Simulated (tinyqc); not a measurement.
Single-photon avalanche diode, trigger probability and counting: one step of the calculation.

A multiplication layer of width W with the uniform field V/W; alpha = an exp(-bn/E) for electrons, beta = ap exp(-bp/E) for holes (local model, no dead space). a = alpha W, b = beta W. Electrons enter at x = 0, holes at x = W. P0 is the probability that an electron entering at 0 starts a lasting avalanche, PW the same for a hole entering at W.

Question. Ionisation integrals at and above breakdown. Breakdown: ln(a/b) = a - b with a not equal to b. VB is given; V = VB + Vx.

Inputs (values chosen for the exercise); ionisation coefficients close to those of germanium:
- an = 1.51e7 1/cm (electron prefactor)
- bn = 1.6 MV/cm (electron field)
- ap = 9.84e6 1/cm (hole prefactor)
- bp = 1.27 MV/cm (hole field)
- W = 0.5 um (width of the multiplication layer)
- Vx = 1.6 V (excess bias)

breakdown voltage VB = 11.108998 V

Wanted: E at VB; a at VB; b at VB; E at V; a; b.

Answer.

E at VB = 0.22218 MV/cm
a at VB = 0.56290
b at VB = 1.6199
E at V = 0.25418 MV/cm
a = 1.3937
b = 3.3268

At VB, ln(a/b) = -1.057 equals a - b.

Computed by the program tinyqc: `OMP_NUM_THREADS=1 python tinyqc.py 2630012 2630013 out.jsonl`, one thread of a shared Intel Xeon 2.30GHz, about 0.01 s for the whole run.
